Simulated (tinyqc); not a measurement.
Nanowire ballistic transistor, top-of-the-barrier model: one step of the calculation.

At the top of the source barrier, states moving towards the drain are filled by the source (Fermi level 0) and states moving back by the drain (Fermi level -q Vd); nothing scatters. U is the shift of the band edge there, set by the capacitances CG, CD and CS (the total) and by the charge. Parabolic one-dimensional subband; the source is grounded.

Problem. Self-consistent potential at the barrier top. eta1 = -(E0 + U)/Vt, eta2 = eta1 - Vd/Vt, n = (N0/2)[F_(-1/2)(eta1) + F_(-1/2)(eta2)], F_(-1/2)(x) = (1/sqrt(pi)) int_0^infinity u^(-1/2)/(1 + exp(u - x)) du. U(out) = UL + q (n - n0)/CS. Newton step: U(new) = U + (U(out) - U)/(1 + CQ/CS), CQ = (q/Vt) dn/d(eta1) with both F' summed; F' = dF_(-1/2)/dx.

Parameters, values chosen for the exercise; mass and valleys close to those of germanium:
```
symbol,value,unit,meaning
T,300,K,temperature
E0,0.35,eV,band edge at the barrier top above the source Fermi level at zero bias
Vd,0.05,V,drain voltage
```

Constants: q = 1.602176634e-19 C, kB = 1.380649e-23 J/K, Vt = kB T/q. Results are converted to the units shown.

U after iteration 1 = -0.30585169 eV
N0 = 6.3586305e6 cm^-1
CS = 3.4247956 pF/cm
n0 = 8.3872960 cm^-1
UL = -0.5687 eV

Wanted: eta1; eta2; n; U(out); CQ; U after iteration 2.

Solution.

eta1 = -1.708
eta2 = -3.642
n = 5.937e5 cm^-1
U(out) = -0.5409 eV
CQ = 3.322 pF/cm
U after iteration 2 = -0.4252 eV

Numbers from tinyqc (`OMP_NUM_THREADS=1 python tinyqc.py 2400018 2400019 out.jsonl`; about 0.03 s on one thread of a shared Intel Xeon 2.30GHz).
